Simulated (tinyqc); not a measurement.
# Admittance spectroscopy of a deep trap, step by step

tinyqc, about 0.01 s, one thread, Intel Xeon 2.30GHz (shared host): `OMP_NUM_THREADS=1 python tinyqc.py 2050033 2050034 out.jsonl` Printed values are rounded.

Schottky contact on an n-type layer with shallow donors Nd (all ionised) and a donor-like deep trap, neutral when filled and positive when empty; depletion approximation. Traps within lam of the depletion edge stay filled. The traps at xt = W - lam, where the level crosses the Fermi level, follow a slow signal and not a fast one. w = 2 pi f.

Inputs (values chosen for the exercise); material values close to those of 4H silicon carbide:
- eps_r = 9.76 (relative permittivity)
- Nc = 1.69e19 cm^-3 (conduction-band density of states at 300 K)
- vth = 2e7 cm/s (thermal velocity at 300 K)
- Nd = 1.9e15 cm^-3 (shallow donor density)
- Vbi = 1.07 V (built-in voltage)
- Et = 0.66 eV (depth of the trap below the conduction edge)
- sn = 1.7e-16 cm^2 (capture cross-section)
- Nt = 2.1e14 cm^-3 (trap density)
- Vr = 0.8 V (reverse bias)
- f = 450 Hz (signal frequency)
- T = 409 K (temperature)

Constants: q = 1.602176634e-19 C, kB = 1.380649e-23 J/K, eps0 = 8.8541878128e-14 F/cm where lengths are in cm. Results are converted to the units shown.

## Widths and limiting capacitances

lam = sqrt(2 eps0 eps_r (EF - ET)/(q Nd)), EF - ET = Et - (kB T/q) ln(Nc(T)/Nd), Nc(T) = Nc (T/300 K)^1.5. In the steady state at the band bending V, 2 eps0 eps_r V/q = Nd W^2 + Nt (W - lam)^2 (the second term only if W > lam). V = Vbi + Vr. C_HF = eps0 eps_r/W, C_LF = eps0 eps_r (Nd + Nt)/(Nd W + Nt xt).

lam = 428.319 nm
W = 1011.96 nm
xt = 583.640 nm
C_HF = 8.53956 nF/cm^2
C_LF = 8.91511 nF/cm^2

The step is 4.40 % of C_HF.

## Admittance at the signal frequency

Emission rate en = sn vth(T) Nc(T) exp(-Et/kB T) = sn g T^2 exp(-Et/kB T), g = vth Nc/(300 K)^2, as vth goes as T^0.5 and Nc as T^1.5 (degeneracy factor 1). Inflection frequency w0 = 2 en [1 + Nt xt/(Nd W)]; C = C_HF + (C_LF - C_HF)/(1 + (w/w0)^2), G/w = (C_LF - C_HF)(w/w0)/(1 + (w/w0)^2).

en = 786.901 1/s
w0/(2 pi) = 266.445 Hz
C = 8.63705 nF/cm^2
G/w = 0.164643 nF/cm^2

The signal lies near the inflection, where the loss is largest.
